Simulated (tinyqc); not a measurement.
Worked calculation: tight binding, dimerised chain. One step of it, computed by the program tinyqc.

Question. Bloch Hamiltonian at X. H_AA = +delta, H_BB = -delta, H_AB = -t1 - t2 exp(-i k a).

Parameters chosen for this model:
```
parameter     value                      unit
t1         0.640000       eV, inside the cell
t2         0.800000         eV, between cells
delta      0.540000  eV, +/- on the two sites
```

k point X (2 pi / a): [0.500000]

Give: H(k) at X.

Answer.

H(k) at X (eV), order A, B:
$$\begin{pmatrix}
0.540 & 0.160 \\
0.160 & -0.540
\end{pmatrix}$$
